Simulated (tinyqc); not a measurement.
Finite square well with mass mismatch (envelope functions), step by step. Values are carried at full precision from step to step, so a last printed digit may differ when a step is redone from the rounded ones.

A square well of width L and depth V0, mass mw inside and mb outside, energies from the bottom of the well, c = hbar^2/2m0. k = sqrt(mw E/c), kappa = sqrt(mb (V0 - E)/c). psi and psi'/m are continuous at the walls (BenDaniel-Duke), so level n solves k L + 2 atan[(k/mw)/(kappa/mb)] = n pi.

Constants: hbar^2/2m0 = 3.80998211 eV angstrom^2.

Parameters, chosen for this exercise (near those of an InGaAs well in InAlAs; shifted at random, so the results belong to these values and not to a real crystal):
- L = 127 angstrom (well width)
- V0 = 0.548 eV (barrier height)
- mw = 0.0404 m0 (mass in the well)
- mb = 0.0746 m0 (mass in the barrier)
- alpha_w = 1.2 1/eV (non-parabolicity in the well)
- alpha_b = 0.28 1/eV (non-parabolicity in the barrier)

## How many levels are bound

At E = V0 the arctangent equals pi/2, so level n is bound if k0 L > (n - 1) pi with k0 = sqrt(mw V0/c). Compare with the infinitely deep well, E1(hard) = c (pi/L)^2/mw.

k0 = 0.07623 1/angstrom
k0 L/pi = 3.0816
number of bound levels = 4
E1(hard) = 0.0577 eV

The count does not depend on mb. One more level binds at L = 164.9 angstrom.

## The lowest level by bisection

f(E) = k L + 2 atan[(k/mw)/(kappa/mb)] - pi rises with E. Twelve halvings of [0, V0]: keep the half in which f changes sign.

Bisection:
```
step  low (eV)  high (eV)  midpoint (eV)        k    kappa        f
1      0.00000    0.54800        0.27400  0.05390  0.07325   5.5767
2      0.00000    0.27400        0.13700  0.03811  0.08971   3.0294
3      0.00000    0.13700        0.06850  0.02695  0.09690   1.2301
4      0.00000    0.06850        0.03425  0.01906  0.10030  -0.0464
5      0.03425    0.06850        0.05137  0.02334  0.09861   0.6467
6      0.03425    0.05137        0.04281  0.02131  0.09946   0.3177
7      0.03425    0.04281        0.03853  0.02021  0.09988   0.1408
8      0.03425    0.03853        0.03639  0.01964  0.10009   0.0485
9      0.03425    0.03639        0.03532  0.01935  0.10019   0.0014
10     0.03425    0.03532        0.03479  0.01921  0.10024  -0.0224
11     0.03479    0.03532        0.03505  0.01928  0.10022  -0.0105
12     0.03505    0.03532        0.03519  0.01932  0.10020  -0.0045
```

After twelve halvings the bracket is V0/4096 = 0.134 meV wide.

## Bound levels

Solve the condition for each n (six at most). With A = cos(kL/2) for even and sin(kL/2) for odd levels, the probability in the barriers is Pb = (A^2/kappa)/(A^2/kappa + L/2 +/- sin(kL)/(2k)), + for even.

Levels:
```
n  parity  E (eV)  k (1/angstrom)  kappa (1/angstrom)      Pb
1    even  0.0353         0.01934             0.10019  0.0139
2     odd  0.1421         0.03881             0.08915  0.0547
3    even  0.3198         0.05823             0.06684  0.1316
4     odd  0.5397         0.07565             0.01277  0.5454
```

The lowest level lies at 61 % of the infinite-well value and decays into the barrier over 1/kappa = 10.0 angstrom. Above about 0.5 eV (from level 4 on) a parabolic band is a rough model.

## Mass in the plane and density of states

To first order in the in-plane energy, 1/m_par = (1 - Pb)/mw + Pb/mb for each subband. Each adds a step D = m_par/(2 pi c) to the density of states per area (spin included, one valley); 1/angstrom^2 = 1e16/cm^2.

Subbands:
```
n  m_par (m0)  D (1e13/(eV cm^2))
1      0.0407               1.698
2      0.0414               1.731
3      0.0430               1.796
4      0.0539               2.250
```

## Levels with energy-dependent masses

Non-parabolic bands: mw is replaced by mw (1 + alpha_w E) and mb by mb (1 - alpha_b (V0 - E)), in k, kappa and the matching condition alike.

Solve the same condition with the energy-dependent masses, and list the shift from the parabolic levels that exist in both.

Levels:
```
n  E (eV)  mass inside  mass outside  shift (meV)
1  0.0355       0.0421        0.0639          0.2
2  0.1316       0.0468        0.0659        -10.4
3  0.2664       0.0533        0.0687        -53.4
4  0.4185       0.0607        0.0719       -121.1
```

Level 1 moves by +0.2 meV and level 4 by -121.1 meV. The lighter mass deep in the barrier hardens the wall for low levels; the heavier mass in the well wins higher up.

## Checks

- Lowest level by finite differences (200 cells across the well) against the matching condition, eV: both 0.0353.

tinyqc: `OMP_NUM_THREADS=1 python tinyqc.py 1252654 1252655 out.jsonl`; about 0.01 s, one thread, shared Intel(R) Xeon(R) Processor @ 2.30GHz.
